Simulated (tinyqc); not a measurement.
## Inductance and parasitic capacitance from two readings

Problem. A loss-free coil L in parallel with C shows the apparent inductance L/(1 - w^2 L C), w = 2 pi f. Find L, C and the self-resonance 1/(2 pi sqrt(L C)).

apparent inductance at 7.6 and 15 GHz (nH): [1.7446665, 3.3060227]

Answer. The inverse of the reading is 1/L - w^2 C, a straight line in w^2.

L = 1.500 nH
C = 41.00 fF
self-resonance = 20.29 GHz

Computed by the program tinyqc: `OMP_NUM_THREADS=1 python tinyqc.py 2302183 2302184 out.jsonl`, one thread of a shared Intel Xeon 2.30GHz, about 0.01 s for the whole run.
